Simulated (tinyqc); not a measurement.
Inside a calculation. Method: RKS/LDA (PW92) in the sto-3g basis, for H2, spin multiplicity 1. Computed by tinyqc, a small Python program that keeps every step (integrals from PySCF). Settings: charge = 0, multiplicity = 1, basis = sto-3g, energy threshold = 1e-08, iteration cap = 59, orthogonalisation = canonical, start = Wolfsberg-Helmholz matrix, DIIS depth = 3, DIIS from iteration = 2, method = RKS, functional = lda,pw, grid = [10, 86]. Command: `OMP_NUM_THREADS=1 python tinyqc.py 24755 24756 out.jsonl` (the two numbers bound the seeds that draw the settings). One thread of a shared host (Intel(R) Xeon(R) Processor @ 2.60GHz), about 0.09 s of CPU time with the checks. Later iterations appear only in the table of the cycle.

## One-electron integrals

Geometry (angstrom):
```
atom,x,y,z
H,0.000000,0.000000,0.000000
H,0.000000,0.000000,1.421000
```

Basis sto-3g: exponents (1/bohr^2) and contraction coefficients of normalised primitives:
```
element,l (shell),exponent,coefficient
H,s (1),3.425251,0.154329
H,s (1),0.623914,0.535328
H,s (1),0.168855,0.444635
```

Overlap, kinetic and nuclear-attraction integrals over the contracted functions; the nuclear repulsion is the sum of Za Zb / Rab.

nuclear repulsion = 0.37239776 hartree

overlap S:
```
,1H 1s,2H 1s
1H 1s,1.000000,0.287165
2H 1s,0.287165,1.000000
```

kinetic energy T (hartree):
```
,1H 1s,2H 1s
1H 1s,0.760032,0.017336
2H 1s,0.017336,0.760032
```

nuclear attraction V (hartree):
```
,1H 1s,2H 1s
1H 1s,-1.596903,-0.383651
2H 1s,-0.383651,-1.596903
```

core Hamiltonian H = T + V (hartree):
```
,1H 1s,2H 1s
1H 1s,-0.836871,-0.366315
2H 1s,-0.366315,-0.836871
```

## Two-electron integrals

Functions are numbered as in S; the eight-fold symmetry (ij|kl) = (ji|kl) = (kl|ij) leaves the list below.

Two-electron integrals (ij|kl) in chemists' order, unique and non-zero (hartree):
```
i,j,k,l,(ij|kl)
1,1,1,1,0.774606
2,1,1,1,0.157516
2,1,2,1,0.047648
2,2,1,1,0.362816
2,2,2,1,0.157516
2,2,2,2,0.774606
```

## Orthogonalisation

S = U s U^T; canonical form X = U s^(-1/2), so that X^T S X = 1. Each column of U has its largest component positive (the first on a tie).

eigenvalues of S: 0.712835  1.287165

X:
```
,1,2
1H 1s,0.837511,0.623258
2H 1s,-0.837511,0.623258
```

## Starting guess

The start is the generalised Wolfsberg-Helmholz matrix (K = 1.75) built on H; D = 2 C_occ C_occ^T.

D at the start:
```
,1H 1s,2H 1s
1H 1s,0.776901,0.776901
2H 1s,0.776901,0.776901
```

## Iteration 1: exchange-correlation on the grid

Becke grid with 10 radial and 86 angular points per atom, points of zero weight dropped. rho = sum D_ij phi_i phi_j; V_xc,ij = sum w v_xc phi_i phi_j; v_xc is d(rho eps)/d rho.

The 16 grid points with the largest w rho, of 1714 (bohr, atomic units):
```
x,y,z,w,rho,eps_xc,v_xc
0.000000,0.000000,1.626906,0.075573,0.076110,-0.364266,-0.475775
0.000000,0.000000,1.058395,0.075573,0.076110,-0.364266,-0.475775
-0.396097,0.000000,1.703819,0.081887,0.068855,-0.353271,-0.461307
0.000000,-0.396097,1.703819,0.081887,0.068855,-0.353271,-0.461307
0.396097,0.000000,1.703819,0.081887,0.068855,-0.353271,-0.461307
0.000000,0.396097,1.703819,0.081887,0.068855,-0.353271,-0.461307
0.000000,-0.396097,0.981482,0.081887,0.068855,-0.353271,-0.461307
0.396097,0.000000,0.981482,0.081887,0.068855,-0.353271,-0.461307
0.000000,0.396097,0.981482,0.081887,0.068855,-0.353271,-0.461307
-0.396097,0.000000,0.981482,0.081887,0.068855,-0.353271,-0.461307
-0.391186,-0.391186,1.783000,0.080391,0.063103,-0.343974,-0.449078
0.391186,-0.391186,1.783000,0.080391,0.063103,-0.343974,-0.449078
-0.391186,0.391186,1.783000,0.080391,0.063103,-0.343974,-0.449078
0.391186,0.391186,1.783000,0.080391,0.063103,-0.343974,-0.449078
-0.391186,0.391186,0.902301,0.080391,0.063103,-0.343974,-0.449078
0.391186,0.391186,0.902301,0.080391,0.063103,-0.343974,-0.449078
```

electrons on the grid, sum of w rho = 1.999977

E_xc = sum of w rho eps_xc = -0.61098289 hartree

V_xc (hartree):
```
,1H 1s,2H 1s
1H 1s,-0.408398,-0.104934
2H 1s,-0.104934,-0.408398
```

## Iteration 1: building the Kohn-Sham matrix

J_ij = sum D_kl (ij|kl); F = H + J + V_xc; E = tr D H + tr D J / 2 + E_xc + E_nn.

Coulomb J (hartree):
```
,1H 1s,2H 1s
1H 1s,1.128413,0.318783
2H 1s,0.318783,1.128413
```

Kohn-Sham matrix F (hartree):
```
,1H 1s,2H 1s
1H 1s,-0.116856,-0.152465
2H 1s,-0.152465,-0.116856
```

total energy of this density = -0.98376922 hartree

## Iteration 1: diagonalisation and new density

Diagonalise F' = X^T F X, C = X C', fill 1 alpha and 1 beta electrons from the bottom; D = 2 C_occ C_occ^T. Each column has its largest component positive (the first on a tie).

F' = X^T F X (hartree):
```
,1,2
1,0.049955,0.000000
2,0.000000,-0.209236
```

orbital energies (hartree): MO1 -0.209236, MO2 0.049955

coefficients C:
```
,MO1,MO2
1H 1s,0.623258,0.837511
2H 1s,0.623258,-0.837511
```

D after iteration 1:
```
,1H 1s,2H 1s
1H 1s,0.776901,0.776901
2H 1s,0.776901,0.776901
```

## Iteration 2: exchange-correlation on the grid

As before.

The 16 grid points with the largest w rho, of 1714 (bohr, atomic units):
```
x,y,z,w,rho,eps_xc,v_xc
0.000000,0.000000,1.058395,0.075573,0.076110,-0.364266,-0.475775
0.000000,0.000000,1.626906,0.075573,0.076110,-0.364266,-0.475775
-0.396097,0.000000,0.981482,0.081887,0.068855,-0.353271,-0.461307
0.396097,0.000000,0.981482,0.081887,0.068855,-0.353271,-0.461307
0.000000,0.396097,0.981482,0.081887,0.068855,-0.353271,-0.461307
0.000000,-0.396097,0.981482,0.081887,0.068855,-0.353271,-0.461307
0.396097,0.000000,1.703819,0.081887,0.068855,-0.353271,-0.461307
0.000000,0.396097,1.703819,0.081887,0.068855,-0.353271,-0.461307
-0.396097,0.000000,1.703819,0.081887,0.068855,-0.353271,-0.461307
0.000000,-0.396097,1.703819,0.081887,0.068855,-0.353271,-0.461307
-0.391186,0.391186,0.902301,0.080391,0.063103,-0.343974,-0.449078
0.391186,-0.391186,0.902301,0.080391,0.063103,-0.343974,-0.449078
-0.391186,-0.391186,0.902301,0.080391,0.063103,-0.343974,-0.449078
0.391186,0.391186,0.902301,0.080391,0.063103,-0.343974,-0.449078
-0.391186,0.391186,1.783000,0.080391,0.063103,-0.343974,-0.449078
0.391186,-0.391186,1.783000,0.080391,0.063103,-0.343974,-0.449078
```

electrons on the grid, sum of w rho = 1.999977

E_xc = sum of w rho eps_xc = -0.61098289 hartree

V_xc (hartree):
```
,1H 1s,2H 1s
1H 1s,-0.408398,-0.104934
2H 1s,-0.104934,-0.408398
```

## Iteration 2: building the Kohn-Sham matrix

As before.

Coulomb J (hartree):
```
,1H 1s,2H 1s
1H 1s,1.128413,0.318783
2H 1s,0.318783,1.128413
```

Kohn-Sham matrix F (hartree):
```
,1H 1s,2H 1s
1H 1s,-0.116856,-0.152465
2H 1s,-0.152465,-0.116856
```

total energy of this density = -0.98376922 hartree

## Iteration 2 (converged): orbitals

As before.

F' = X^T F X (hartree):
```
,1,2
1,0.049955,0.000000
2,0.000000,-0.209236
```

orbital energies (hartree): MO1 -0.209236, MO2 0.049955

coefficients C:
```
,MO1,MO2
1H 1s,0.623258,0.837511
2H 1s,0.623258,-0.837511
```

D after iteration 2:
```
,1H 1s,2H 1s
1H 1s,0.776901,0.776901
2H 1s,0.776901,0.776901
```

## Convergence

Stop when the energy changes by less than 1e-08 hartree and every element of the error matrix X^T (F D S - S D F) X is below 3e-05.

Course of the cycle:
```
iteration,E (hartree),change,largest element of the error matrix
1,-0.98376922,-,1.59e-15
2,-0.98376922,0.000000,5.16e-15
```

PySCF RKS in the same basis, fine grid = -0.98370253 hartree

Converged in 2 iterations. The coarse grid moves the energy by -6.67e-05 hartree.

## Populations, bond orders and dipole

Mulliken: Z minus the diagonal of D S on the atom; Loewdin: the same with S^(1/2) D S^(1/2); Mayer order: 2 sum_s sum (D(s) S)_ij (D(s) S)_ji over the two atoms.

Charges (e):
```
atom,Mulliken,Loewdin
1H,0,0
2H,0,0
```

Mayer bond orders:
```
pair,order
2-1,1.000000
```

dipole moment about the origin, x y z (debye): 0.000000  0.000000  0.000000
